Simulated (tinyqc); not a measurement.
Trench capacitor in an array: capacitance, non-linearity, leakage and relaxation: one step of the calculation.

A film between two metal electrodes, each interface adding a series capacitance ci. The small-signal permittivity is ek (1 + aq E^2); the field is found with the linear permittivity. Leakage J = J0 sinh(E/Ef). After a voltage step the film passes a relaxation current kr C V tt^(-nr), tt being the time in seconds. The sidewall is a coaxial capacitor with radii a = dm/2 - t and b = dm/2, depth AR dm; the end face is left out.

Problem. Cell capacitance, fields and time constant. Per length 1/c = ln(b/a)/(2 pi eps0 ek) + (1/a + 1/b)/(2 pi ci); cell capacitance c AR dm; per footprint over pt^2; fields c V/(2 pi eps0 ek r) at r = a and b; resistance of the inner electrode rho AR dm/(pi a^2); time constant R C/3 of the distributed line.

Parameters, values chosen for the exercise; permittivity of the order of that of titanium dioxide:

| symbol | value | unit | meaning |
|---|---|---|---|
| ek | 75.8 |  | relative permittivity of the film |
| t | 6.5 | nm | film thickness |
| ci | 60 | uF/cm^2 | capacitance of each electrode interface (dead layer and screening) |
| V | 0.6 | V | bias |
| dm | 76 | nm | diameter of the hole |
| AR | 70 |  | aspect ratio, depth over diameter |
| pt | 140 | nm | pitch of the square array |
| rho | 140 | uohm cm | resistivity of the inner electrode |

Constants: eps0 = 8.8541878128e-14 F/cm where lengths are in cm. Results are converted to the units shown.

Find: a; b; cell capacitance; capacitance per footprint; field at a; field at b; R; R C/3.

Solution.

a = 31.500 nm
b = 38.000 nm
cell capacitance = 88.832 fF
capacitance per footprint = 453.23 uF/cm^2
field at a = 0.75423 MV/cm
field at b = 0.62521 MV/cm
R = 2.3893 kohm
R C/3 = 70.749 ps

The array gives 59.0 times the planar capacitance per footprint; curvature makes the field at the inner electrode 1.10 times the planar value.

Program tinyqc, `OMP_NUM_THREADS=1 python tinyqc.py 2102014 2102015 out.jsonl`; Intel Xeon 2.30GHz, shared host, one thread, about 0.01 s.
